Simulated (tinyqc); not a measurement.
Fermi-level pinning at a metal contact (Cowley-Sze model): one step of the calculation.

Interface states of density Ds lie behind a thin layer of thickness dl. Neglecting the depletion charge, the barrier for electrons is phi = S (pM - chi) + (1 - S) E0 with S = 1/(1 + q Ds dl/(eps0 ei)); the barrier for holes is Eg - phi.

Question. Barrier. Also the charge in the states, Ds (phi - E0), and the drop across the layer, pM - chi - phi.

Parameters, values chosen for the exercise; material values close to those of gallium arsenide:

| symbol | value | unit | meaning |
|---|---|---|---|
| Eg | 1.43 | eV | band gap |
| chi | 4.09 | eV | electron affinity |
| Ds | 4.4e13 | cm^-2 eV^-1 | density of interface states |
| E0 | 1.02 | eV | depth of their neutrality level below the conduction edge |
| dl | 0.52 | nm | thickness of the interface layer |
| ei | 1.8 |  | its relative permittivity |
| pM | 4.64 | eV | metal work function |

Constants: q = 1.602176634e-19 C, eps0 = 8.8541878128e-14 F/cm where lengths are in cm. Results are converted to the units shown.

Give: S; phi; barrier for holes; charge in the states; drop across the layer.

Answer.

S = 0.30302
phi = 0.87758 eV
barrier for holes = 0.55242 eV
charge in the states = -6.2665e12 cm^-2
drop across the layer = -0.32758 V

Computed by the program tinyqc: `OMP_NUM_THREADS=1 python tinyqc.py 2430046 2430047 out.jsonl`, one thread of a shared Intel Xeon 2.30GHz, about 0.01 s for the whole run.
